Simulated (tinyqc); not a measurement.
Reverse leakage of an n+-p junction: diffusion, generation, trap-assisted and band-to-band tunnelling: one step of the calculation.

One-sided abrupt junction in the depletion approximation, x from the junction (0) to W on the p side, field F = F0 (1 - x/W). Flat quasi-Fermi levels, long p side. Traps generate through SRH with both lifetimes shortened by 1 + Gamma (Hurkx enhancement, form for moderate fields); band-to-band generation is local and needs a total bending above Eg.

Task. Field, scales and diffusion current. ni = sqrt(Nc Nv) exp(-Eg/(2 Vt)), Eg in volts; Vbi = Vt ln(Na Nd/ni^2); W = sqrt(2 eps0 eps_r (Vbi + VR)/(q Na)); F0 = 2 (Vbi + VR)/W; FG = sqrt(24 mt m0 (kB T)^3)/(q hbar); J_diff = q ni^2 sqrt(Dn/tau)(1 - exp(-VR/Vt))/Na.

Parameters, values chosen for the exercise; band and dielectric values those of a made-up semiconductor: temperature T = 250 K; band gap Eg = 0.533 eV; relative permittivity eps_r = 18.8; conduction-band density of states at T Nc = 9.43e18 cm^-3; valence-band density of states at T Nv = 4.52e18 cm^-3; acceptor density of the lighter side Na = 1.5e17 cm^-3; donor density of the heavier side Nd = 1e20 cm^-3; SRH lifetime of both carriers at zero field tau = 2e-8 s; tunnelling mass mt = 0.17 m0; electron diffusion coefficient on the lighter side Dn = 10 cm^2/s; reverse bias VR = 1.6 V.

Constants: q = 1.602176634e-19 C, kB = 1.380649e-23 J/K, hbar = 1.054571817e-34 J s, m0 = 9.1093837015e-31 kg, Vt = kB T/q, eps0 = 8.8541878128e-14 F/cm where lengths are in cm. Results are converted to the units shown.

Give: ni; Vbi; W; F0; FG; J_diff.

Result.

ni = 2.7696e13 cm^-3
Vbi = 0.51050 V
W = 170.99 nm
F0 = 246.86 kV/cm
FG = 231.38 kV/cm
J_diff = 1.8321e-5 A/cm^2

Range of the model: The n+ side is degenerate, so Vbi from Boltzmann statistics is only a guide.

tinyqc, about 0.01 s, one thread, Intel Xeon 2.30GHz (shared host): `OMP_NUM_THREADS=1 python tinyqc.py 2290105 2290106 out.jsonl`
